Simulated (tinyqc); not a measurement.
Worked calculation (part 1 of 2): UHF in the 6-31g basis, for H3+, spin multiplicity 1. Computed by tinyqc, a small Python program that keeps every step (integrals from PySCF). Settings: charge = 1, multiplicity = 1, basis = 6-31g, energy threshold = 1e-10, iteration cap = 81, orthogonalisation = canonical, start = Wolfsberg-Helmholz matrix, DIIS depth = 4, DIIS from iteration = 2, method = UHF, break = 0.7. Command: `OMP_NUM_THREADS=1 python tinyqc.py 22320 22321 out.jsonl` (the two numbers bound the seeds that draw the settings). One thread of a shared host (Intel(R) Xeon(R) Processor @ 2.60GHz), about 0.09 s of CPU time with the checks. Later iterations appear only in the table of the cycle.

## One-electron integrals

Geometry (angstrom):
```
atom,x,y,z
H,0.0000,0.0000,0.0000
H,0.0000,0.0000,0.8870
H,0.0000,0.0000,-0.8870
```

Basis 6-31g: exponents (1/bohr^2) and contraction coefficients of normalised primitives:
```
element,l (shell),exponent,coefficient
H,s (1),18.7311,0.0335
H,s (1),2.8254,0.2347
H,s (1),0.6401,0.8138
H,s (2),0.1613,1.0000
```

Overlap, kinetic and nuclear-attraction integrals over the contracted functions; the nuclear repulsion is the sum of Za Zb / Rab.

nuclear repulsion = 1.491480 hartree

overlap S:
```
,1H 1s,1H 2s,2H 1s,2H 2s,3H 1s,3H 2s
1H 1s,1.0000,0.6583,0.3328,0.4550,0.3328,0.4550
1H 2s,0.6583,1.0000,0.4550,0.7973,0.4550,0.7973
2H 1s,0.3328,0.4550,1.0000,0.6583,0.0189,0.1507
2H 2s,0.4550,0.7973,0.6583,1.0000,0.1507,0.4040
3H 1s,0.3328,0.4550,0.0189,0.1507,1.0000,0.6583
3H 2s,0.4550,0.7973,0.1507,0.4040,0.6583,1.0000
```

kinetic energy T (hartree):
```
,1H 1s,1H 2s,2H 1s,2H 2s,3H 1s,3H 2s
1H 1s,1.3957,0.2597,0.0976,0.1351,0.0976,0.1351
1H 2s,0.2597,0.2419,0.1351,0.1637,0.1351,0.1637
2H 1s,0.0976,0.1351,1.3957,0.2597,-0.0278,0.0010
2H 2s,0.1351,0.1637,0.2597,0.2419,0.0010,0.0387
3H 1s,0.0976,0.1351,-0.0278,0.0010,1.3957,0.2597
3H 2s,0.1351,0.1637,0.0010,0.0387,0.2597,0.2419
```

nuclear attraction V (hartree):
```
,1H 1s,1H 2s,2H 1s,2H 2s,3H 1s,3H 2s
1H 1s,-2.8406,-1.5042,-0.8326,-1.0310,-0.8326,-1.0310
1H 2s,-1.5042,-1.6214,-0.9535,-1.2530,-0.9535,-1.2530
2H 1s,-0.8326,-0.9535,-2.5452,-1.3196,-0.0468,-0.3233
2H 2s,-1.0310,-1.2530,-1.3196,-1.4273,-0.3233,-0.6551
3H 1s,-0.8326,-0.9535,-0.0468,-0.3233,-2.5452,-1.3196
3H 2s,-1.0310,-1.2530,-0.3233,-0.6551,-1.3196,-1.4273
```

core Hamiltonian H = T + V (hartree):
```
,1H 1s,1H 2s,2H 1s,2H 2s,3H 1s,3H 2s
1H 1s,-1.4450,-1.2444,-0.7350,-0.8959,-0.7350,-0.8959
1H 2s,-1.2444,-1.3795,-0.8184,-1.0892,-0.8184,-1.0892
2H 1s,-0.7350,-0.8184,-1.1495,-1.0599,-0.0746,-0.3224
2H 2s,-0.8959,-1.0892,-1.0599,-1.1854,-0.3224,-0.6164
3H 1s,-0.7350,-0.8184,-0.0746,-0.3224,-1.1495,-1.0599
3H 2s,-0.8959,-1.0892,-0.3224,-0.6164,-1.0599,-1.1854
```

## Two-electron integrals

Functions are numbered as in S; the eight-fold symmetry (ij|kl) = (ji|kl) = (kl|ij) leaves the list below.

Two-electron integrals (ij|kl) in chemists' order, unique and non-zero (hartree):
```
i,j,k,l,(ij|kl)
1,1,1,1,1.0766
2,1,1,1,0.5785
2,1,2,1,0.3294
2,2,1,1,0.5874
2,2,2,1,0.3613
2,2,2,2,0.4532
3,1,1,1,0.2822
3,1,2,1,0.1628
3,1,2,2,0.1811
3,1,3,1,0.1047
3,2,1,1,0.2840
3,2,2,1,0.1748
3,2,2,2,0.2168
3,2,3,1,0.1199
3,2,3,2,0.1563
3,3,1,1,0.5760
3,3,2,1,0.3635
3,3,2,2,0.4667
3,3,3,1,0.2822
3,3,3,2,0.3915
3,3,3,3,1.0766
4,1,1,1,0.3915
4,1,2,1,0.2240
4,1,2,2,0.2476
4,1,3,1,0.1199
4,1,3,2,0.1320
4,1,3,3,0.2840
4,1,4,1,0.1563
4,2,1,1,0.4401
4,2,2,1,0.2728
4,2,2,2,0.3481
4,2,3,1,0.1532
4,2,3,2,0.1944
4,2,3,3,0.4401
4,2,4,1,0.1944
4,2,4,2,0.2880
4,3,1,1,0.3635
4,3,2,1,0.2283
4,3,2,2,0.2948
4,3,3,1,0.1628
4,3,3,2,0.2240
4,3,3,3,0.5785
4,3,4,1,0.1748
4,3,4,2,0.2728
4,3,4,3,0.3294
4,4,1,1,0.4667
4,4,2,1,0.2948
4,4,2,2,0.3931
4,4,3,1,0.1811
4,4,3,2,0.2476
4,4,3,3,0.5874
4,4,4,1,0.2168
4,4,4,2,0.3481
4,4,4,3,0.3613
4,4,4,4,0.4532
5,1,1,1,0.2822
5,1,2,1,0.1628
5,1,2,2,0.1811
5,1,3,1,0.0645
5,1,3,2,0.0676
5,1,3,3,0.1332
5,1,4,1,0.1027
5,1,4,2,0.1230
5,1,4,3,0.0869
5,1,4,4,0.1237
5,1,5,1,0.1047
5,2,1,1,0.2840
5,2,2,1,0.1748
5,2,2,2,0.2168
5,2,3,1,0.0676
5,2,3,2,0.0749
5,2,3,3,0.1494
5,2,4,1,0.1091
5,2,4,2,0.1430
5,2,4,3,0.0980
5,2,4,4,0.1440
5,2,5,1,0.1199
5,2,5,2,0.1563
5,3,1,1,0.0183
5,3,2,1,0.0102
5,3,2,2,0.0108
5,3,3,1,0.0050
5,3,3,2,0.0053
5,3,3,3,0.0109
5,3,4,1,0.0069
5,3,4,2,0.0081
5,3,4,3,0.0068
5,3,4,4,0.0087
5,3,5,1,0.0050
5,3,5,2,0.0053
5,3,5,3,3.20e-04
5,4,1,1,0.1052
5,4,2,1,0.0634
5,4,2,2,0.0756
5,4,3,1,0.0254
5,4,3,2,0.0277
5,4,3,3,0.0552
5,4,4,1,0.0401
5,4,4,2,0.0511
5,4,4,3,0.0360
5,4,4,4,0.0519
5,4,5,1,0.0410
5,4,5,2,0.0506
5,4,5,3,0.0019
5,4,5,4,0.0168
5,5,1,1,0.5760
5,5,2,1,0.3635
5,5,2,2,0.4667
5,5,3,1,0.1332
5,5,3,2,0.1494
5,5,3,3,0.2983
5,5,4,1,0.2216
5,5,4,2,0.2966
5,5,4,3,0.1963
5,5,4,4,0.2941
5,5,5,1,0.2822
5,5,5,2,0.3915
5,5,5,3,0.0109
5,5,5,4,0.1218
5,5,5,5,1.0766
6,1,1,1,0.3915
6,1,2,1,0.2240
6,1,2,2,0.2476
6,1,3,1,0.1027
6,1,3,2,0.1091
6,1,3,3,0.2216
6,1,4,1,0.1486
6,1,4,2,0.1802
6,1,4,3,0.1415
6,1,4,4,0.1898
6,1,5,1,0.1199
6,1,5,2,0.1320
6,1,5,3,0.0069
6,1,5,4,0.0469
6,1,5,5,0.2840
6,1,6,1,0.1563
6,2,1,1,0.4401
6,2,2,1,0.2728
6,2,2,2,0.3481
6,2,3,1,0.1230
6,2,3,2,0.1430
6,2,3,3,0.2966
6,2,4,1,0.1802
6,2,4,2,0.2499
6,2,4,3,0.1911
6,2,4,4,0.2685
6,2,5,1,0.1532
6,2,5,2,0.1944
6,2,5,3,0.0081
6,2,5,4,0.0653
6,2,5,5,0.4401
6,2,6,1,0.1944
6,2,6,2,0.2880
6,3,1,1,0.1052
6,3,2,1,0.0634
6,3,2,2,0.0756
6,3,3,1,0.0410
6,3,3,2,0.0506
6,3,3,3,0.1218
6,3,4,1,0.0469
6,3,4,2,0.0653
6,3,4,3,0.0707
6,3,4,4,0.0799
6,3,5,1,0.0254
6,3,5,2,0.0277
6,3,5,3,0.0019
6,3,5,4,0.0102
6,3,5,5,0.0552
6,3,6,1,0.0401
6,3,6,2,0.0511
6,3,6,3,0.0168
6,4,1,1,0.2373
6,4,2,1,0.1460
6,4,2,2,0.1831
6,4,3,1,0.0732
6,4,3,2,0.0876
6,4,3,3,0.1886
6,4,4,1,0.1000
6,4,4,2,0.1406
6,4,4,3,0.1191
6,4,4,4,0.1588
6,4,5,1,0.0732
6,4,5,2,0.0876
6,4,5,3,0.0044
6,4,5,4,0.0306
6,4,5,5,0.1886
6,4,6,1,0.1000
6,4,6,2,0.1406
6,4,6,3,0.0306
6,4,6,4,0.0740
6,5,1,1,0.3635
6,5,2,1,0.2283
6,5,2,2,0.2948
6,5,3,1,0.0869
6,5,3,2,0.0980
6,5,3,3,0.1963
6,5,4,1,0.1415
6,5,4,2,0.1911
6,5,4,3,0.1290
6,5,4,4,0.1921
6,5,5,1,0.1628
6,5,5,2,0.2240
6,5,5,3,0.0068
6,5,5,4,0.0707
6,5,5,5,0.5785
6,5,6,1,0.1748
6,5,6,2,0.2728
6,5,6,3,0.0360
6,5,6,4,0.1191
6,5,6,5,0.3294
6,6,1,1,0.4667
6,6,2,1,0.2948
6,6,2,2,0.3931
6,6,3,1,0.1237
6,6,3,2,0.1440
6,6,3,3,0.2941
6,6,4,1,0.1898
6,6,4,2,0.2685
6,6,4,3,0.1921
6,6,4,4,0.2813
6,6,5,1,0.1811
6,6,5,2,0.2476
6,6,5,3,0.0087
6,6,5,4,0.0799
6,6,5,5,0.5874
6,6,6,1,0.2168
6,6,6,2,0.3481
6,6,6,3,0.0519
6,6,6,4,0.1588
6,6,6,5,0.3613
6,6,6,6,0.4532
```

## Orthogonalisation

S = U s U^T; canonical form X = U s^(-1/2), so that X^T S X = 1. Each column of U has its largest component positive (the first on a tie).

eigenvalues of S: 0.0400  0.2456  0.4492  0.5729  1.3315  3.3609

X:
```
,1,2,3,4,5,6
1H 1s,-0.7928,0.0000,0.3155,1.1595,0.0000,0.2182
1H 2s,3.8803,0.0000,-0.5249,-0.0179,0.0000,0.2854
2H 1s,0.2383,-0.8105,0.8566,-0.3571,0.5043,0.1682
2H 2s,-2.1449,1.1743,-0.4379,-0.2701,0.3481,0.2365
3H 1s,0.2383,0.8105,0.8566,-0.3571,-0.5043,0.1682
3H 2s,-2.1449,-1.1743,-0.4379,-0.2701,-0.3481,0.2365
```

## Starting guess

The start is the generalised Wolfsberg-Helmholz matrix (K = 1.75) built on H, with HOMO and LUMO mixed by +/-0.7 rad for the two spins; D(s) = C_occ C_occ^T for each spin.

D(alpha) at the start:
```
,1H 1s,1H 2s,2H 1s,2H 2s,3H 1s,3H 2s
1H 1s,0.0723,0.0728,0.1069,0.0980,-0.0661,-0.0252
1H 2s,0.0728,0.0733,0.1076,0.0986,-0.0665,-0.0254
2H 1s,0.1069,0.1076,0.1579,0.1447,-0.0977,-0.0373
2H 2s,0.0980,0.0986,0.1447,0.1327,-0.0895,-0.0342
3H 1s,-0.0661,-0.0665,-0.0977,-0.0895,0.0604,0.0231
3H 2s,-0.0252,-0.0254,-0.0373,-0.0342,0.0231,0.0088
```

D(beta) at the start:
```
,1H 1s,1H 2s,2H 1s,2H 2s,3H 1s,3H 2s
1H 1s,0.0723,0.0728,-0.0661,-0.0252,0.1069,0.0980
1H 2s,0.0728,0.0733,-0.0665,-0.0254,0.1076,0.0986
2H 1s,-0.0661,-0.0665,0.0604,0.0231,-0.0977,-0.0895
2H 2s,-0.0252,-0.0254,0.0231,0.0088,-0.0373,-0.0342
3H 1s,0.1069,0.1076,-0.0977,-0.0373,0.1579,0.1447
3H 2s,0.0980,0.0986,-0.0895,-0.0342,0.1447,0.1327
```

## Iteration 1: building the Fock matrix

J_ij = sum D_kl (ij|kl) with D = D(alpha) + D(beta), K_ij = sum D_kl (ik|jl) for each spin; F = H + J - K(s); E = tr D H + tr D J / 2 - 0.5 sum_s tr D(s) K(s) + E_nn.

Coulomb J (hartree):
```
,1H 1s,1H 2s,2H 1s,2H 2s,3H 1s,3H 2s
1H 1s,1.2802,0.7721,0.4055,0.5308,0.4055,0.5308
1H 2s,0.7721,0.9409,0.4901,0.7294,0.4901,0.7294
2H 1s,0.4055,0.4901,1.1272,0.6782,0.0234,0.1676
2H 2s,0.5308,0.7294,0.6782,0.8409,0.1676,0.3802
3H 1s,0.4055,0.4901,0.0234,0.1676,1.1272,0.6782
3H 2s,0.5308,0.7294,0.1676,0.3802,0.6782,0.8409
```

exchange K(alpha) (hartree):
```
,1H 1s,1H 2s,2H 1s,2H 2s,3H 1s,3H 2s
1H 1s,0.3487,0.3008,0.3488,0.3230,0.0146,0.1343
1H 2s,0.3008,0.3044,0.3862,0.3512,0.0107,0.1291
2H 1s,0.3488,0.3862,0.6153,0.4838,0.0082,0.1503
2H 2s,0.3230,0.3512,0.4838,0.4273,0.0076,0.1418
3H 1s,0.0146,0.0107,0.0082,0.0076,0.0159,0.0099
3H 2s,0.1343,0.1291,0.1503,0.1418,0.0099,0.0584
```

exchange K(beta) (hartree):
```
,1H 1s,1H 2s,2H 1s,2H 2s,3H 1s,3H 2s
1H 1s,0.3487,0.3008,0.0146,0.1343,0.3488,0.3230
1H 2s,0.3008,0.3044,0.0107,0.1291,0.3862,0.3512
2H 1s,0.0146,0.0107,0.0159,0.0099,0.0082,0.0076
2H 2s,0.1343,0.1291,0.0099,0.0584,0.1503,0.1418
3H 1s,0.3488,0.3862,0.0082,0.1503,0.6153,0.4838
3H 2s,0.3230,0.3512,0.0076,0.1418,0.4838,0.4273
```

F(alpha) (hartree):
```
,1H 1s,1H 2s,2H 1s,2H 2s,3H 1s,3H 2s
1H 1s,-0.5134,-0.7732,-0.6782,-0.6882,-0.3440,-0.4994
1H 2s,-0.7732,-0.7430,-0.7145,-0.7111,-0.3390,-0.4889
2H 1s,-0.6782,-0.7145,-0.6376,-0.8654,-0.0594,-0.3051
2H 2s,-0.6882,-0.7111,-0.8654,-0.7718,-0.1624,-0.3781
3H 1s,-0.3440,-0.3390,-0.0594,-0.1624,-0.0383,-0.3916
3H 2s,-0.4994,-0.4889,-0.3051,-0.3781,-0.3916,-0.4028
```

F(beta) (hartree):
```
,1H 1s,1H 2s,2H 1s,2H 2s,3H 1s,3H 2s
1H 1s,-0.5134,-0.7732,-0.3440,-0.4994,-0.6782,-0.6882
1H 2s,-0.7732,-0.7430,-0.3390,-0.4889,-0.7145,-0.7111
2H 1s,-0.3440,-0.3390,-0.0383,-0.3916,-0.0594,-0.1624
2H 2s,-0.4994,-0.4889,-0.3916,-0.4028,-0.3051,-0.3781
3H 1s,-0.6782,-0.7145,-0.0594,-0.3051,-0.6376,-0.8654
3H 2s,-0.6882,-0.7111,-0.1624,-0.3781,-0.8654,-0.7718
```

total energy of this density = -0.973504 hartree

## Iteration 1: diagonalisation and new density

Diagonalise F' = X^T F X, C = X C', fill 1 alpha and 1 beta electrons from the bottom; D(s) = C_occ C_occ^T. Each column has its largest component positive (the first on a tie).

F' = X^T F X (alpha) (hartree):
```
,1,2,3,4,5,6
1,0.4565,0.0102,0.0731,-0.4238,-0.0062,-0.0055
2,0.0102,0.5596,0.0466,0.0038,-0.1881,0.0552
3,0.0731,0.0466,0.5120,-0.1326,-0.0992,-0.1282
4,-0.4238,0.0038,-0.1326,0.3319,0.0009,-0.1512
5,-0.0062,-0.1881,-0.0992,0.0009,-0.4696,-0.3014
6,-0.0055,0.0552,-0.1282,-0.1512,-0.3014,-0.9098
```

orbital energies (alpha) (hartree): MO1 -1.0959, MO2 -0.3666, MO3 -0.0181, MO4 0.4640, MO5 0.6132, MO6 0.8841

coefficients C (alpha):
```
,MO1,MO2,MO3,MO4,MO5,MO6
1H 1s,0.3309,-0.1905,0.3282,-0.6553,0.3869,-1.1346
1H 2s,0.3121,-0.3919,2.4125,1.6070,-0.8149,2.4691
2H 1s,0.4160,0.2430,-0.0541,-0.8810,-0.7015,0.5953
2H 2s,0.2435,0.6187,-1.6041,0.2159,1.2481,-1.3422
3H 1s,-0.0049,-0.3049,-0.1019,-0.3492,0.9817,0.8176
3H 2s,-0.1093,-0.4619,-1.7055,-0.5340,-0.7749,-1.5498
```

F' = X^T F X (beta) (hartree):
```
,1,2,3,4,5,6
1,0.4565,-0.0102,0.0731,-0.4238,0.0062,-0.0055
2,-0.0102,0.5596,-0.0466,-0.0038,-0.1881,-0.0552
3,0.0731,-0.0466,0.5120,-0.1326,0.0992,-0.1282
4,-0.4238,-0.0038,-0.1326,0.3319,-0.0009,-0.1512
5,0.0062,-0.1881,0.0992,-0.0009,-0.4696,0.3014
6,-0.0055,-0.0552,-0.1282,-0.1512,0.3014,-0.9098
```

orbital energies (beta) (hartree): MO1 -1.0959, MO2 -0.3666, MO3 -0.0181, MO4 0.4640, MO5 0.6132, MO6 0.8841

coefficients C (beta):
```
,MO1,MO2,MO3,MO4,MO5,MO6
1H 1s,0.3309,-0.1905,0.3282,-0.6553,0.3869,-1.1346
1H 2s,0.3121,-0.3919,2.4125,1.6070,-0.8149,2.4691
2H 1s,-0.0049,-0.3049,-0.1019,-0.3492,0.9817,0.8176
2H 2s,-0.1093,-0.4619,-1.7055,-0.5340,-0.7749,-1.5498
3H 1s,0.4160,0.2430,-0.0541,-0.8810,-0.7015,0.5953
3H 2s,0.2435,0.6187,-1.6041,0.2159,1.2481,-1.3422
```

D(alpha) after iteration 1:
```
,1H 1s,1H 2s,2H 1s,2H 2s,3H 1s,3H 2s
1H 1s,0.1095,0.1032,0.1376,0.0806,-0.0016,-0.0361
1H 2s,0.1032,0.0974,0.1298,0.0760,-0.0015,-0.0341
2H 1s,0.1376,0.1298,0.1730,0.1013,-0.0021,-0.0454
2H 2s,0.0806,0.0760,0.1013,0.0593,-0.0012,-0.0266
3H 1s,-0.0016,-0.0015,-0.0021,-0.0012,0.0000,0.0005
3H 2s,-0.0361,-0.0341,-0.0454,-0.0266,0.0005,0.0119
```

D(beta) after iteration 1:
```
,1H 1s,1H 2s,2H 1s,2H 2s,3H 1s,3H 2s
1H 1s,0.1095,0.1032,-0.0016,-0.0361,0.1376,0.0806
1H 2s,0.1032,0.0974,-0.0015,-0.0341,0.1298,0.0760
2H 1s,-0.0016,-0.0015,0.0000,0.0005,-0.0021,-0.0012
2H 2s,-0.0361,-0.0341,0.0005,0.0119,-0.0454,-0.0266
3H 1s,0.1376,0.1298,-0.0021,-0.0454,0.1730,0.1013
3H 2s,0.0806,0.0760,-0.0012,-0.0266,0.1013,0.0593
```

## Iteration 2: building the Fock matrix

As before.

Coulomb J (hartree):
```
,1H 1s,1H 2s,2H 1s,2H 2s,3H 1s,3H 2s
1H 1s,1.4005,0.8302,0.4318,0.5693,0.4318,0.5693
1H 2s,0.8302,0.9821,0.5070,0.7568,0.5070,0.7568
2H 1s,0.4318,0.5070,1.1474,0.6930,0.0253,0.1755
2H 2s,0.5693,0.7568,0.6930,0.8600,0.1755,0.3968
3H 1s,0.4318,0.5070,0.0253,0.1755,1.1474,0.6930
3H 2s,0.5693,0.7568,0.1755,0.3968,0.6930,0.8600
```

exchange K(alpha) (hartree):
```
,1H 1s,1H 2s,2H 1s,2H 2s,3H 1s,3H 2s
1H 1s,0.4774,0.3938,0.3908,0.3762,0.1128,0.2184
1H 2s,0.3938,0.3716,0.4053,0.3791,0.0957,0.1979
2H 1s,0.3908,0.4053,0.5929,0.4653,0.0744,0.1903
2H 2s,0.3762,0.3791,0.4653,0.4134,0.0832,0.1900
3H 1s,0.1128,0.0957,0.0744,0.0832,0.0406,0.0602
3H 2s,0.2184,0.1979,0.1903,0.1900,0.0602,0.1120
```

exchange K(beta) (hartree):
```
,1H 1s,1H 2s,2H 1s,2H 2s,3H 1s,3H 2s
1H 1s,0.4774,0.3938,0.1128,0.2184,0.3908,0.3762
1H 2s,0.3938,0.3716,0.0957,0.1979,0.4053,0.3791
2H 1s,0.1128,0.0957,0.0406,0.0602,0.0744,0.0832
2H 2s,0.2184,0.1979,0.0602,0.1120,0.1903,0.1900
3H 1s,0.3908,0.4053,0.0744,0.1903,0.5929,0.4653
3H 2s,0.3762,0.3791,0.0832,0.1900,0.4653,0.4134
```

F(alpha) (hartree):
```
,1H 1s,1H 2s,2H 1s,2H 2s,3H 1s,3H 2s
1H 1s,-0.5219,-0.8081,-0.6940,-0.7028,-0.4159,-0.5450
1H 2s,-0.8081,-0.7689,-0.7168,-0.7115,-0.4072,-0.5303
2H 1s,-0.6940,-0.7168,-0.5951,-0.8322,-0.1237,-0.3372
2H 2s,-0.7028,-0.7115,-0.8322,-0.7388,-0.2301,-0.4096
3H 1s,-0.4159,-0.4072,-0.1237,-0.2301,-0.0428,-0.4271
3H 2s,-0.5450,-0.5303,-0.3372,-0.4096,-0.4271,-0.4374
```

F(beta) (hartree):
```
,1H 1s,1H 2s,2H 1s,2H 2s,3H 1s,3H 2s
1H 1s,-0.5219,-0.8081,-0.4159,-0.5450,-0.6940,-0.7028
1H 2s,-0.8081,-0.7689,-0.4072,-0.5303,-0.7168,-0.7115
2H 1s,-0.4159,-0.4072,-0.0428,-0.4271,-0.1237,-0.2301
2H 2s,-0.5450,-0.5303,-0.4271,-0.4374,-0.3372,-0.4096
3H 1s,-0.6940,-0.7168,-0.1237,-0.3372,-0.5951,-0.8322
3H 2s,-0.7028,-0.7115,-0.2301,-0.4096,-0.8322,-0.7388
```

total energy of this density = -1.161519 hartree

## Iteration 2: diagonalisation and new density

As before.

F' = X^T F X (alpha) (hartree):
```
,1,2,3,4,5,6
1,0.4703,0.0083,0.0611,-0.4453,-0.0079,-0.0111
2,0.0083,0.5685,0.0496,-0.0056,-0.2009,0.0505
3,0.0611,0.0496,0.5267,-0.1467,-0.1149,-0.1640
4,-0.4453,-0.0056,-0.1467,0.3951,0.0123,-0.1542
5,-0.0079,-0.2009,-0.1149,0.0123,-0.3856,-0.2553
6,-0.0111,0.0505,-0.1640,-0.1542,-0.2553,-0.9560
```

orbital energies (alpha) (hartree): MO1 -1.0957, MO2 -0.3433, MO3 -0.0004, MO4 0.4872, MO5 0.6324, MO6 0.9389

coefficients C (alpha):
```
,MO1,MO2,MO3,MO4,MO5,MO6
1H 1s,0.3458,-0.1490,0.2995,-0.6000,0.4211,-1.1624
1H 2s,0.3340,-0.3572,2.4823,1.5151,-0.9415,2.4148
2H 1s,0.3992,0.2757,-0.0370,-0.9312,-0.6523,0.5728
2H 2s,0.1891,0.6462,-1.6399,0.3214,1.2317,-1.2878
3H 1s,0.0616,-0.2871,-0.0624,-0.2996,1.0080,0.8135
3H 2s,-0.0824,-0.4934,-1.7579,-0.5629,-0.7142,-1.5014
```

F' = X^T F X (beta) (hartree):
```
,1,2,3,4,5,6
1,0.4703,-0.0083,0.0611,-0.4453,0.0079,-0.0111
2,-0.0083,0.5685,-0.0496,0.0056,-0.2009,-0.0505
3,0.0611,-0.0496,0.5267,-0.1467,0.1149,-0.1640
4,-0.4453,0.0056,-0.1467,0.3951,-0.0123,-0.1542
5,0.0079,-0.2009,0.1149,-0.0123,-0.3856,0.2553
6,-0.0111,-0.0505,-0.1640,-0.1542,0.2553,-0.9560
```

orbital energies (beta) (hartree): MO1 -1.0957, MO2 -0.3433, MO3 -0.0004, MO4 0.4872, MO5 0.6324, MO6 0.9389

coefficients C (beta):
```
,MO1,MO2,MO3,MO4,MO5,MO6
1H 1s,0.3458,-0.1490,0.2995,-0.6000,0.4211,-1.1624
1H 2s,0.3340,-0.3572,2.4823,1.5151,-0.9415,2.4148
2H 1s,0.0616,-0.2871,-0.0624,-0.2996,1.0080,0.8135
2H 2s,-0.0824,-0.4934,-1.7579,-0.5629,-0.7142,-1.5014
3H 1s,0.3992,0.2757,-0.0370,-0.9312,-0.6523,0.5728
3H 2s,0.1891,0.6462,-1.6399,0.3214,1.2317,-1.2878
```

D(alpha) after iteration 2:
```
,1H 1s,1H 2s,2H 1s,2H 2s,3H 1s,3H 2s
1H 1s,0.1195,0.1155,0.1380,0.0654,0.0213,-0.0285
1H 2s,0.1155,0.1116,0.1334,0.0631,0.0206,-0.0275
2H 1s,0.1380,0.1334,0.1594,0.0755,0.0246,-0.0329
2H 2s,0.0654,0.0631,0.0755,0.0357,0.0116,-0.0156
3H 1s,0.0213,0.0206,0.0246,0.0116,0.0038,-0.0051
3H 2s,-0.0285,-0.0275,-0.0329,-0.0156,-0.0051,0.0068
```

D(beta) after iteration 2:
```
,1H 1s,1H 2s,2H 1s,2H 2s,3H 1s,3H 2s
1H 1s,0.1195,0.1155,0.0213,-0.0285,0.1380,0.0654
1H 2s,0.1155,0.1116,0.0206,-0.0275,0.1334,0.0631
2H 1s,0.0213,0.0206,0.0038,-0.0051,0.0246,0.0116
2H 2s,-0.0285,-0.0275,-0.0051,0.0068,-0.0329,-0.0156
3H 1s,0.1380,0.1334,0.0246,-0.0329,0.1594,0.0755
3H 2s,0.0654,0.0631,0.0116,-0.0156,0.0755,0.0357
```

## Iteration 3: building the Fock matrix

As before.

Coulomb J (hartree):
```
,1H 1s,1H 2s,2H 1s,2H 2s,3H 1s,3H 2s
1H 1s,1.4390,0.8489,0.4399,0.5817,0.4399,0.5817
1H 2s,0.8489,0.9955,0.5118,0.7656,0.5118,0.7656
2H 1s,0.4399,0.5118,1.1512,0.6964,0.0259,0.1779
2H 2s,0.5817,0.7656,0.6964,0.8655,0.1779,0.4022
3H 1s,0.4399,0.5118,0.0259,0.1779,1.1512,0.6964
3H 2s,0.5817,0.7656,0.1779,0.4022,0.6964,0.8655
```

exchange K(alpha) (hartree):
```
,1H 1s,1H 2s,2H 1s,2H 2s,3H 1s,3H 2s
1H 1s,0.5187,0.4250,0.3883,0.3853,0.1570,0.2550
1H 2s,0.4250,0.3957,0.3946,0.3803,0.1374,0.2311
2H 1s,0.3883,0.3946,0.5461,0.4340,0.0948,0.1994
2H 2s,0.3853,0.3803,0.4340,0.3931,0.1110,0.2075
3H 1s,0.1570,0.1374,0.0948,0.1110,0.0808,0.0969
3H 2s,0.2550,0.2311,0.1994,0.2075,0.0969,0.1452
```

exchange K(beta) (hartree):
```
,1H 1s,1H 2s,2H 1s,2H 2s,3H 1s,3H 2s
1H 1s,0.5187,0.4250,0.1570,0.2550,0.3883,0.3853
1H 2s,0.4250,0.3957,0.1374,0.2311,0.3946,0.3803
2H 1s,0.1570,0.1374,0.0808,0.0969,0.0948,0.1110
2H 2s,0.2550,0.2311,0.0969,0.1452,0.1994,0.2075
3H 1s,0.3883,0.3946,0.0948,0.1994,0.5461,0.4340
3H 2s,0.3853,0.3803,0.1110,0.2075,0.4340,0.3931
```

F(alpha) (hartree):
```
,1H 1s,1H 2s,2H 1s,2H 2s,3H 1s,3H 2s
1H 1s,-0.5247,-0.8206,-0.6834,-0.6995,-0.4521,-0.5693
1H 2s,-0.8206,-0.7797,-0.7013,-0.7039,-0.4441,-0.5548
2H 1s,-0.6834,-0.7013,-0.5445,-0.7974,-0.1434,-0.3439
2H 2s,-0.6995,-0.7039,-0.7974,-0.7130,-0.2555,-0.4217
3H 1s,-0.4521,-0.4441,-0.1434,-0.2555,-0.0792,-0.4603
3H 2s,-0.5693,-0.5548,-0.3439,-0.4217,-0.4603,-0.4651
```

F(beta) (hartree):
```
,1H 1s,1H 2s,2H 1s,2H 2s,3H 1s,3H 2s
1H 1s,-0.5247,-0.8206,-0.4521,-0.5693,-0.6834,-0.6995
1H 2s,-0.8206,-0.7797,-0.4441,-0.5548,-0.7013,-0.7039
2H 1s,-0.4521,-0.4441,-0.0792,-0.4603,-0.1434,-0.2555
2H 2s,-0.5693,-0.5548,-0.4603,-0.4651,-0.3439,-0.4217
3H 1s,-0.6834,-0.7013,-0.1434,-0.3439,-0.5445,-0.7974
3H 2s,-0.6995,-0.7039,-0.2555,-0.4217,-0.7974,-0.7130
```

total energy of this density = -1.188953 hartree

## Iteration 3: DIIS over 2 matrices

error matrix X^T (FDS - SDF) X (alpha):
```
,1,2,3,4,5,6
1,0.0000,0.0002,-0.0003,-0.0004,-0.0030,-0.0030
2,-0.0002,0.0000,-0.0010,-0.0009,-0.0033,-0.0071
3,0.0003,0.0010,0.0000,-0.0002,-0.0072,-0.0017
4,0.0004,0.0009,0.0002,0.0000,-0.0059,0.0000
5,0.0030,0.0033,0.0072,0.0059,0.0000,0.0473
6,0.0030,0.0071,0.0017,0.0000,-0.0473,0.0000
```

B (overlaps of the stored error matrices):
```
,1,2
1,3.3022668e-02,1.6550895e-02
2,1.6550895e-02,9.6366837e-03
```

Minimise |sum c_i e_i|^2 with sum c_i = 1: solve [B -1; -1 0][c; lambda] = [0; -1] with B_ij = tr e_i^T e_j summed over both spins, and take F = sum c_i F_i.

DIIS coefficients: -0.7234  1.7234

extrapolated F(alpha) (hartree):
```
,1H 1s,1H 2s,2H 1s,2H 2s,3H 1s,3H 2s
1H 1s,-0.5267,-0.8296,-0.6758,-0.6972,-0.4782,-0.5868
1H 2s,-0.8296,-0.7874,-0.6900,-0.6984,-0.4708,-0.5725
2H 1s,-0.6758,-0.6900,-0.5079,-0.7723,-0.1577,-0.3488
2H 2s,-0.6972,-0.6984,-0.7723,-0.6944,-0.2739,-0.4304
3H 1s,-0.4782,-0.4708,-0.1577,-0.2739,-0.1055,-0.4843
3H 2s,-0.5868,-0.5725,-0.3488,-0.4304,-0.4843,-0.4852
```

extrapolated F(beta) (hartree):
```
,1H 1s,1H 2s,2H 1s,2H 2s,3H 1s,3H 2s
1H 1s,-0.5267,-0.8296,-0.4782,-0.5868,-0.6758,-0.6972
1H 2s,-0.8296,-0.7874,-0.4708,-0.5725,-0.6900,-0.6984
2H 1s,-0.4782,-0.4708,-0.1055,-0.4843,-0.1577,-0.2739
2H 2s,-0.5868,-0.5725,-0.4843,-0.4852,-0.3488,-0.4304
3H 1s,-0.6758,-0.6900,-0.1577,-0.3488,-0.5079,-0.7723
3H 2s,-0.6972,-0.6984,-0.2739,-0.4304,-0.7723,-0.6944
```
